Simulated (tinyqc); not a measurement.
Two-dimensional electron gas with Rashba and Dresselhaus coupling: one step. The two wave vectors at the energy E0 along this direction. Three cases, with inputs chosen for the exercise.

Task: Solve c k^2/m -/+ |B(k)| = E0. The spin turns by (k_outer - k_inner) per length, so a half turn takes pi/(difference).

H = c k^2/m + al (ky sx - kx sy) + b1 (kx sx - ky sy) + gam kx ky (kx sy - ky sx), s the Pauli matrices, x = [100], c = hbar^2/2m0, b1 = gam (pi/L)^2 (hard walls). H = c k^2/m + B.s, so E = c k^2/m -/+ |B| and the lower state has its spin along -B.

Constants: hbar^2/2m0 = 3.80998211 eV angstrom^2.

Case 1.

Values chosen (of the size met in InGaAs; the results hold for these values, not for the real material):
- m = 0.0409 m0 (mass)
- al = 0.29 eV angstrom (Rashba constant)
- gam = 19.5 eV angstrom^3 (bulk Dresselhaus constant)
- L = 105 angstrom (width of the (001) well)
- phi = 60 degrees (angle of k from [100])

E0 = 11.70603 meV

Case 2.

Values chosen (of the size met in GaN; the results hold for these values, not for the real material):
- m = 0.2239 m0 (mass)
- al = 0.0029 eV angstrom (Rashba constant)
- gam = 0 eV angstrom^3 (bulk Dresselhaus constant)
- L = 161 angstrom (width of the (001) well)
- phi = 15 degrees (angle of k from [100])

E0 = 4.16978 meV

Case 3.

Values chosen (of the size met in InAs; the results hold for these values, not for the real material):
- m = 0.0274 m0 (mass)
- al = 0.26 eV angstrom (Rashba constant)
- gam = 26.2 eV angstrom^3 (bulk Dresselhaus constant)
- L = 194 angstrom (width of the (001) well)
- phi = 135 degrees (angle of k from [100])

E0 = 96.10477 meV

Give: k; difference; length of a half turn.

Result:

Case 1.

k (1/angstrom): outer 0.012959, inner 0.009694

difference = 0.003264 1/angstrom
length of a half turn = 96.24 nm

For linear terms alone the difference is (m/c)|B|/k, whatever the energy: every electron along this direction turns alike, the basis of the spin transistor. The cubic term makes it depend on density.

Case 2.

k (1/angstrom): outer 0.015739, inner 0.015569

difference = 0.0001704 1/angstrom
length of a half turn = 1843 nm

For linear terms alone the difference is (m/c)|B|/k, whatever the energy: every electron along this direction turns alike, the basis of the spin transistor.

Case 3.

k (1/angstrom): outer 0.027252, inner 0.025366

difference = 0.001886 1/angstrom
length of a half turn = 166.6 nm

For linear terms alone the difference is (m/c)|B|/k, whatever the energy: every electron along this direction turns alike, the basis of the spin transistor. The cubic term makes it depend on density.

Computed by tinyqc, one run a case: `OMP_NUM_THREADS=1 python tinyqc.py N N+1 out.jsonl` with N = 1450133, 1450162, 1450365; one thread of a shared Intel(R) Xeon(R) Processor @ 2.30GHz, about 0.01 s a run at most.
